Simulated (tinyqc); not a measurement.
From a target level to the width: type-II superlattice in the two-band Kane model. Three cases, with inputs chosen for the exercise.

Problem. Which width a puts the bottom of C1 at the energy below?

Motion along the axis, period d = a + b, c = hbar^2/2m0. Conduction and light-hole bands couple: (E - Ec)(E - Ev) = Ep c k^2 in each layer, with mass m(E) = (E - Ev)/Ep, which may be negative. The conduction envelope psi and psi'/m(E) are continuous; a layer carries them by [[cos kt, (m/k) sin kt], [-(k/m) sin kt, cos kt]] (cosh and sinh for k^2 < 0), and cos(q d) = tr(M_B M_A)/2. C1 is the first miniband above EvB, with its bottom at tr/2 = +1 and its top at -1; the gap is the bottom of C1 less the top heavy-hole level HH1.

Constants: hbar^2/2m0 = 3.80998211 eV angstrom^2.

Case 1.

Values chosen (near those of an InAs/GaSb superlattice; the results hold for these values, not for the real material): b = 48 angstrom (layer B); EcA = 0 eV (conduction edge of A); EvA = -0.417 eV (valence edge of A); EcB = 0.961 eV (conduction edge of B); EvB = 0.15 eV (valence edge of B); EpA = 14.6 eV (coupling energy in A); EpB = 18.3 eV (coupling energy in B).

bottom of C1 = 0.370237 eV

Case 2.

Values chosen (near those of an InAs/GaSb superlattice; the results hold for these values, not for the real material): b = 51 angstrom (layer B); EcA = 0 eV (conduction edge of A); EvA = -0.41 eV (valence edge of A); EcB = 0.933 eV (conduction edge of B); EvB = 0.105 eV (valence edge of B); EpA = 14.1 eV (coupling energy in A); EpB = 18.1 eV (coupling energy in B).

bottom of C1 = 0.306074 eV

Case 3.

Values chosen (near those of an InAs/GaSb superlattice; the results hold for these values, not for the real material): b = 52 angstrom (layer B); EcA = 0 eV (conduction edge of A); EvA = -0.421 eV (valence edge of A); EcB = 0.925 eV (conduction edge of B); EvB = 0.113 eV (valence edge of B); EpA = 14.3 eV (coupling energy in A); EpB = 18.2 eV (coupling energy in B).

bottom of C1 = 0.208549 eV

Find: k in A; kappa in B; a.

Solution. At q = 0 the state is even in both layers: (k/m_A) tan(k a/2) = (kappa/m_B) tanh(kappa b/2) with the masses at that energy; the first branch of the arctangent gives a.

Case 1.

k in A = 0.07239 1/angstrom
kappa in B = 0.04320 1/angstrom
a = 31.0 angstrom

Case 2.

k in A = 0.06387 1/angstrom
kappa in B = 0.04275 1/angstrom
a = 37.0 angstrom

Case 3.

k in A = 0.04909 1/angstrom
kappa in B = 0.03142 1/angstrom
a = 53.0 angstrom

Computed by tinyqc, one run a case: `OMP_NUM_THREADS=1 python tinyqc.py N N+1 out.jsonl` with N = 1280284, 1280335, 1280361; one thread of a shared Intel(R) Xeon(R) Processor @ 2.30GHz, about 0.1 s a run at most.
